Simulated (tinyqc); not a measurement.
One-sided p+-n junction, ionisation integral and breakdown: one step of the calculation.

A p+ layer at x < 0 and an n drift layer from x = 0. Depletion approximation, built-in voltage neglected. Local ionisation coefficients alpha_n = an exp(-(bn/E)^mx), alpha_p = ap exp(-(bp/E)^mx). Electrons move towards +x, holes towards x = 0.

Task. Ionisation integrals by the trapezoid rule. G(x) = integral from 0 to x of (alpha_n - alpha_p); I_n = integral of alpha_n exp(-G) (electrons injected at x = 0), I_p = integral of alpha_p exp(G(end) - G) (holes injected at the far edge); M = 1/(1 - I). All integrals by the trapezoid rule on the grid.

```
point     x (um)  alpha_n (1/cm)  alpha_p (1/cm)
0      0.0000000       5623.9125       415.48392
1      0.2884852       4644.8447       298.11768
2      0.5769705       3775.5616       208.06899
3      0.8654557       3014.1630       140.74925
4      1.1539409       2357.5432       91.886561
5      1.4424262       1801.3164       57.599718
6      1.7309114       1339.7796       34.459228
7      2.0193966       965.92736       19.530123
8      2.3078819       671.53385       10.392124
9      2.5963671       447.31930       5.1341473
10     2.8848523       283.21163       2.3224845
11     3.1733376       168.70851      0.94515254
12     3.4618228       93.330530      0.33827686
13     3.7503080       47.136203      0.10336940
```

Give: G; alpha_n exp(-G); I_n; I_p; M_n; M_p.

Result.

```
point        G  alpha_n exp(-G) (1/cm)
0      0.00000                  5623.9
1      0.13783                  4046.8
2      0.25198                  2934.6
3      0.34489                  2134.9
4      0.41902                  1550.5
5      0.47685                  1118.1
6      0.52083                   795.9
7      0.55331                   555.5
8      0.57649                   377.3
9      0.59241                   247.4
10     0.60284                   155.0
11     0.60931                    91.7
12     0.61307                    50.6
13     0.61509                    25.5
```

I_n = 0.48705
I_p = 0.046292
M_n = 1.9495
M_p = 1.0485

Numbers from tinyqc (`OMP_NUM_THREADS=1 python tinyqc.py 2120001 2120002 out.jsonl`; about 0.04 s on one thread of a shared Intel Xeon 2.30GHz).
